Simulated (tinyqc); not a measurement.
# Ion implantation: universal nuclear stopping, Lindhard-Scharff electronic stopping and a Gaussian range profile, step by step

A worked calculation. Computed by tinyqc, a small Python program that keeps every step. Command: `OMP_NUM_THREADS=1 python tinyqc.py 3021692 3021693 out.jsonl implant walk`. One thread of a shared host (Intel(R) Xeon(R) Processor @ 2.30GHz), about 0.09 s of CPU time with the checks. Intermediate numbers are printed to about 6 digits and carried at full precision; extremes and crossings named in words are read from the listed rows.

An ion slows by elastic collisions with screened nuclei and by friction with electrons; channelling is ignored and the target is uniform.

Inputs (values chosen for the exercise, modelled on aluminium ions in silicon):
```
quantity,value,unit
ion atomic number Z1,13,-
ion mass M1,27,u
target atomic number Z2,14,-
target mass M2,28.09,u
target density N,49.94,1/nm^3
ion energy E,3.6,keV
scale factor of electronic stopping k,1.3,-
dose Q,2.4e+14,1/cm^2
background C_B,1.2e+15,1/cm^3
displacement energy E_d,15,eV
fraction allowed through the mask,1e-06,-
```

Follow-up: mask.

## Stopping at the entry energy

Reduced energy eps = 32.53 M2 E/(Z1 Z2 (M1 + M2)(Z1^0.23 + Z2^0.23)), E in keV; s_n = ln(1 + 1.1383 eps)/(2 (eps + 0.01321 eps^0.21226 + 0.19593 eps^0.5)) for eps up to 30 and ln(eps)/(2 eps) above; S_n = 8.462 Z1 Z2 M1 s_n/((M1 + M2)(Z1^0.23 + Z2^0.23)) in 1e-15 eV cm^2. S_e = k 3.83 Z1^(7/6) Z2/(Z1^(2/3) + Z2^(2/3))^(3/2) sqrt(E/M1) in 1e-15 eV cm^2, E in keV. dE/dx = N (S_n + S_e); 1e-15 eV cm^2 = 0.1 eV nm^2.

reduced energy eps = 0.0901655

s_n = 0.311304

S_n = 64.5753 x 1e-15 eV cm^2

S_e = 13.2911 x 1e-15 eV cm^2

energy loss dE/dx = 388.865 eV/nm

Nuclear stopping carries 83 % of the loss at entry.

## Range and straggle

Path length R = int_0^E dE'/(N (S_n + S_e)); energy lost to nuclei nu = int_0^E S_n/(S_n + S_e) dE' (both with E' = E y^3 and 64 Gauss-Legendre points in y). Estimates of Lindhard type: R_p = R/(1 + M2/(3 M1)), straggle dR_p = (2/3) R_p sqrt(M1 M2)/(M1 + M2).

path length R = 14.5148 nm

projected range R_p = 10.7773 nm

straggle dR_p = 3.59173 nm

energy lost to nuclei nu = 3.08667 keV

86 % of the energy goes to nuclei over the whole path.

## Gaussian profile

C(x) = C_p exp(-(x - R_p)^2/(2 dR_p^2)) with C_p = Q/(sqrt(2 pi) dR_p), 1 nm = 1e-7 cm; the profile falls to the background at x_j = R_p + dR_p sqrt(2 ln(C_p/C_B)); the peak atomic fraction is C_p/N.

peak concentration C_p = 2.66574e+20 1/cm^3

Depth x_j where C falls to C_B = 28.5998 nm

peak atomic fraction = 0.00533788

## Damage

Kinchin-Pease count with efficiency 0.8: N_d = 0.8 nu/(2 E_d), taking all of nu as damage energy (an upper estimate, as recoils also lose energy to electrons). Spread over a depth R_p + dR_p, displacements per atom = Q N_d/(N (R_p + dR_p)).

displacements per ion N_d = 82.3113

displacements per atom = 0.275292

One displacement per atom would need a dose of 8.7e14 per cm^2 if no defects annealed. Caution: above a few tenths of a displacement per atom cascades overlap, so the count overstates new damage; heavy ions turn silicon and germanium amorphous at such levels, while light ions such as boron and metal targets anneal much of the damage.

## Mask thickness

For a mask that stops like the target, the fraction beyond d is (1/2) erfc((d - R_p)/(sqrt2 dR_p)); solve for d.

number of straggles beyond R_p = 4.75342

mask thickness d = 27.8503 nm

Caution: real range profiles are skewed and have channelling tails, so a Gaussian is unreliable this far out.

## Nuclear against electronic stopping over energy

The formulas are those given above.

Stopping (1e-15 eV cm^2) and range:
```
E (keV),eps,S_n,S_e,R (nm),nu/E
1,2.50460e-02,46.9550,7.005,6.826,0.881837
2,5.00919e-02,56.9788,9.907,10.114,0.871228
5,1.25230e-01,68.0649,15.664,17.978,0.847194
10,2.50460e-01,72.5970,22.152,29.110,0.817819
20,5.00919e-01,71.8856,31.327,49.207,0.773723
50,1.25230e+00,61.8664,49.533,104.841,0.681643
100,2.50460e+00,49.4025,70.050,191.561,0.579847
200,5.00919e+00,36.0960,99.066,349.040,0.455329
500,1.25230e+01,21.3476,156.637,733.481,0.287948
```

Nuclear stopping peaks near 10 keV among these rows (eps = 0.25; the universal curve peaks near 0.3). Electronic stopping overtakes it between 50 and 100 keV. The path length grows as E^0.57 at the low end and E^0.81 at the high end; constant stopping would give E^1, and stopping that rises with E, be it nuclear (below its peak) or electronic, gives a lower exponent.

Checks made by the program: range against adaptive quadrature (relative difference 5e-06).
